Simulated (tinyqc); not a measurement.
Two-band model of a narrow-gap semiconductor with electrons and holes. From bipolar thermal conductivity back to net doping N. Computed by tinyqc, a small Python program. Command: `OMP_NUM_THREADS=1 python tinyqc.py 3008280 3008281 out.jsonl bipolar inv`. One thread of a shared host (Intel(R) Xeon(R) Processor @ 2.30GHz), about 0.09 s of CPU time with the checks.

Two parabolic bands with acoustic scattering (r = -1/2, a = 0), a gap that does not change with T, and fully ionised dopants. Melting is ignored, so values above the melting point are formal, and kappa_L does not change with T. eta_n = (E_F - E_c)/(k_B T), eta_p = -eta_n - E_g/(k_B T).

Inputs (values chosen for the exercise, modelled on InSb):

| quantity | value | unit |
|---|---|---|
| electron mass m_n | 0.014 | m_0 |
| hole mass m_p | 0.44 | m_0 |
| electron mobility parameter mu_300,n | 54000 | cm^2/(V s) |
| hole mobility parameter mu_300,p | 760 | cm^2/(V s) |
| temperature exponent p | 1.5 | - |
| band gap E_g | 0.18 | eV |
| lattice thermal conductivity kappa_L | 16 | W/(m K) |
| temperature T | 830 | K |

Doping: n-type.

Constants: k_B = 8.617333262e-05 eV/K; m_0 = 9.1093837015e-31 kg; k_B = 1.380649e-23 J/K; hbar = 1.054571817e-34 J s; e = 1.602176634e-19 C.

Method:
- With x = E/(k_B T), a = alpha k_B T (0 for a parabolic band), G = x (1 + a x), D = 1 + 2 a x and <y> = int y f (1 - f) dx, f = 1/(1 + exp(x - eta)): tau = tau_0 G^r/D; transport function s = G^(3/2 + r)/D^2; n = N_0 <G^(3/2)> with N_0 = (2 m k_B T)^(3/2)/(3 pi^2 hbar^3).
- Integrals over x = E/(k_B T) use 160 Gauss-Legendre points in u = sqrt(x) from 0 to sqrt(max(eta, 0) + 32).
- Neutrality: n - p = N, with n = N_0(m_n) <x^(3/2)> at eta_n and p = N_0(m_p) <x^(3/2)> at eta_p.
- sigma = e mu_0 N_0 <s> with mu_0 = e tau_0/m = mu_300 (T/300 K)^(-p); |S| = (k_B/e)(<x s>/<s> - eta); Lorenz number L = (k_B/e)^2 (<x^2 s>/<s> - (<x s>/<s>)^2); kappa_e = L sigma T; zT = S^2 sigma T/(kappa_L + kappa_e).
- Hall factor r_H = <x^(3/2)> <x^(1/2)>/<s>^2.
- Both bands together (these totals replace the one-band zT): sigma = sigma_n + sigma_p; S = (sigma_p |S_p| - sigma_n |S_n|)/sigma; kappa_bip = (sigma_n sigma_p/sigma)(|S_n| + |S_p|)^2 T; kappa_e = (L_n sigma_n + L_p sigma_p) T; zT = S^2 sigma T/(kappa_L + kappa_e + kappa_bip); weak-field R_H = (r_p sigma_p^2/p - r_n sigma_n^2/n)/(e sigma^2), where the Hall factors r_n and r_p are <x^(3/2)> <x^(1/2)>/<s>^2.

Task: A run gave the result below. Find the net doping N, known to lie between 2.3e+16 and 7.1e+16 1/cm^3.

bipolar thermal conductivity = 0.3187331 W/(m K)

Result:

Each step takes the trial c = (a f_b - b f_a)/(f_b - f_a), f being the result less the target and a, b, c the logarithms of the listed values; c replaces end b, the old b replaces a if the sign of f changed, and otherwise f_a is halved.

Scan of the range:

| net doping N (1/cm^3) | bipolar thermal conductivity (W/(m K)) |
|---|---|
| 2.30e+16 | 0.325508 |
| 2.78e+16 | 0.323735 |
| 3.35e+16 | 0.321634 |
| 4.04e+16 | 0.319097 |
| 4.88e+16 | 0.316018 |
| 5.88e+16 | 0.312366 |
| 7.10e+16 | 0.307933 |

False position (Illinois rule, in the logarithm of the input) inside the bracket:

| step | end a | end b | trial | bipolar thermal conductivity (W/(m K)) |
|---|---|---|---|---|
| 1 | 4.04000e+16 | 4.88000e+16 | 4.13109e+16 | 0.318762 |
| 2 | 4.88000e+16 | 4.13109e+16 | 4.13837e+16 | 0.318735 |
| 3 | 4.88000e+16 | 4.13837e+16 | 4.13952e+16 | 0.318731 |
| 4 | 4.13837e+16 | 4.13952e+16 | 4.13899e+16 | 0.318733 |

Bipolar thermal conductivity falls at every point of a 13-point scan of the range (every second point is shown), so one value fits; it is bracketed by 4.04e16 and 4.88e16. Answer: net doping N = 4.139e16 1/cm^3.
